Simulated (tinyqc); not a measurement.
Landau-Devonshire theory of a uniaxial ferroelectric: one step, computed by the program tinyqc.

G(P) = (alpha/2) P^2 + (beta*/4) P^4 + (gamma/6) P^6 - E P per volume, SI units, one domain, P along the polar axis, which is normal to the film.

Problem. A capacitor with imperfect screening. Between shorted electrodes with screening length lambda each, the depolarising field is -k P, k = 2 lambda/(eps_0 (d + 2 lambda eps_b)), so alpha turns into alpha + k. Ps^2 = [-beta* + sqrt(beta*^2 - 4 alpha gamma)]/(2 gamma). The polar state is the lowest uniform state while alpha + k < 0 (beta* > 0) or < 3 beta*^2/(16 gamma) (beta* < 0); setting the equality gives the critical thickness d_c.

Inputs (values chosen for the exercise, for a model ferroelectric): Curie-Weiss temperature T0 = 590 K; gamma = 4.07e+10 J m^9/C^6; temperature T = 402 K; film thickness d = 39 nm; screening length lambda = 0.0038 nm; background permittivity eps_b = 8.

Sample: epitaxial film.

alpha = -4.229250e+08 J m/C^2

beta* = -2.148750e+09 J m^5/C^4

Constants: eps_0 = 8.8541878128e-12 F/m.

Give: depolarising coefficient k; polarisation of the film; size of the depolarising field; critical thickness d_c.

Solution.

depolarising coefficient k = 2.1975e+07 J m/C^2

polarisation of the film = 35.931 microcoulomb/cm^2

size of the depolarising field = 7.8957 MV/m

critical thickness d_c = 1.8716 nm
